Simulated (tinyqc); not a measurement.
# One anharmonic mode: perturbation theory, self-consistent phonons and exact levels, step by step

A worked calculation. Computed by tinyqc, a small Python program that keeps every step. Command: `OMP_NUM_THREADS=1 python tinyqc.py 3021933 3021934 out.jsonl scp walk`. One thread of a shared host (Intel(R) Xeon(R) Processor @ 2.30GHz), about 0.04 s of CPU time with the checks. Intermediate numbers are printed to about 6 digits and carried at full precision; extremes and crossings named in words are read from the listed rows.

V(x) = k x^2/2 + b x^4 for one coordinate x of mass M. A constant K > 0 gives hbar Omega = sqrt((hbar^2/u) K/M) with K in eV/angstrom^2 and M in u.

Inputs (values chosen for the exercise, for a model mode): mode mass M = 110 u; harmonic constant k = 0.867 eV/angstrom^2; quartic constant b = 1.69 eV/angstrom^4; temperature T = 42 K; mixing = 0.7; basis size N of the small matrix = 6.

Shape: single well.

Constants: hbar^2/u = 4.18015928e-03 eV angstrom^2; k_B = 8.617333262e-05 eV/K.

## Harmonic values and first-order shift

<x^2> = (hbar Omega/(2K)) coth(hbar Omega/(2 k_B T)) at K = k; first order in b shifts the quantum by 6 b <x^2> hbar Omega/k.

harmonic quantum = 5.73997 meV

harmonic <x^2> = 0.00501485 angstrom^2

first-order shift = 0.336656 meV

## Self-consistent cycle

Self-consistent phonon, centred at x = 0: K = k + 12 b <x^2>, <x^2> = (hbar Omega/(2K)) coth(hbar Omega/(2 k_B T)). Start at K = |k|; K(new) = K + mixing x (K_out - K), but at least K/20; stop when |K_out - K| < 1e-9 |k| or after 90 steps.

Iterations:
```
step  K (eV/angstrom^2)  hbar Omega (meV)     K_out    K_out - K
0              0.867000           5.73997  0.968701  1.01701e-01
1              0.938191           5.97098  0.962223  2.40322e-02
2              0.955013           6.02428  0.960832  5.81884e-03
3              0.959087           6.03711  0.960503  1.41617e-03
4              0.960078           6.04023  0.960423  3.45082e-04
5              0.960319           6.04099  0.960404  8.41119e-05
6              0.960378           6.04117  0.960399  2.05033e-05
7              0.960393           6.04122  0.960398  4.99800e-06
8              0.960396           6.04123  0.960397  1.21835e-06
9              0.960397           6.04123  0.960397  2.96994e-07
10             0.960397           6.04123  0.960397  7.23974e-08
11             0.960397           6.04123  0.960397  1.76481e-08
12             0.960397           6.04123  0.960397  4.30204e-09
13             0.960397           6.04123  0.960397  1.04870e-09
14             0.960397           6.04123  0.960397  2.55639e-10
```

converged (1 yes, 0 no) = 1

self-consistent K = 0.960397 eV/angstrom^2

Converged at step 14.

## Self-consistent results

Its free energy is F = k_B T ln[2 sinh(hbar Omega/(2 k_B T))] + (k - K)<x^2>/2 + 3 b <x^2>^2, an upper bound to the exact one.

self-consistent quantum = 6.04123 meV

self-consistent <x^2> = 0.00460539 angstrom^2

self-consistent free energy = 2.15756 meV

## Hamiltonian in a small basis

Basis: oscillator states n of the constant |k|, with x = s (a + a+), s^2 = hbar Omega/(2|k|); H = hbar Omega (n + 1/2) + (k - |k|) x^2/2 + b x^4, with exact matrix elements of x^2 and x^4.

H (meV):
```
[[2.9255, 0.0000, 0.1571, 0.0000, 0.0907, 0.0000],
 [0.0000, 8.8877, 0.0000, 0.4536, 0.0000, 0.2029],
 [0.1571, 0.0000, 15.0721, 0.0000, 0.8981, 0.0000],
 [0.0000, 0.4536, 0.0000, 21.4788, 0.0000, 1.4907],
 [0.0907, 0.0000, 0.8981, 0.0000, 28.1077, 0.0000],
 [0.0000, 0.2029, 0.0000, 1.4907, 0.0000, 34.9587]]
```

## Levels in the small basis

Diagonalise H.

levels (meV): [2.9233, 8.8706, 15.0124, 21.3307, 28.1696, 35.1240]

## Exact levels and averages

Exact values use 120 basis states: F = -k_B T ln sum exp(-E_n/(k_B T)), and <x^2> is the Boltzmann mean.

lowest exact levels (meV): [2.9233, 8.8705, 15.0108, 21.3288, 27.8120, 34.4500]

E_1 - E_0 = 5.94726 meV

exact free energy = 2.15577 meV

exact <x^2> = 0.00461808 angstrom^2

The self-consistent free energy lies 0.002 meV above the exact one, and its <x^2> is -0.3 % off. The small basis misses E_0 by 3.42e-06 meV.

## Three descriptions against temperature

The classical <x^2> is int x^2 exp(-V/(k_B T)) dx / int exp(-V/(k_B T)) dx (2001 points over six exact widths each way).

Results; columns: (1) T (K); (2) hbar Omega, self-consistent (meV); (3) <x^2>, self-consistent; (4) <x^2>, exact; (5) F, self-consistent (meV); (6) F, exact (meV); (7) <x^2>, classical:
```
(1)      (2)         (3)         (4)       (5)       (6)          (7)
3.3  5.95047  0.00319315  0.00319459   2.92354   2.92326  3.25529e-04
8    5.95054  0.00319425  0.00319570   2.92342   2.92313  7.81034e-04
17   5.95743  0.00330062  0.00330265   2.89816   2.89781   0.00162898
30   5.99365  0.00386232  0.00386805   2.65333   2.65251   0.00280430
53   6.08886  0.00535508  0.00537719   1.50132   1.49814   0.00476497
93   6.26349  0.00815406  0.00823247  -2.10937  -2.12200   0.00789553
160  6.52702   0.0125277   0.0127585  -10.9781  -11.0214    0.0125747
270  6.88630   0.0187810   0.0193507  -30.0306  -30.1588    0.0192504
```

The self-consistent quantum hardens from 5.95 to 6.89 meV, since a wider spread samples the steep quartic walls. Its <x^2> misses by 0.0 % at the lowest T and -2.9 % at the highest; the excess in F runs from 0.000 to 0.128 meV. The classical value is 0.10 of the exact one at the lowest T and 0.995 at the highest.

Checks made by the program: dF/dK = 0 at the solution (relative difference below 1e-10).
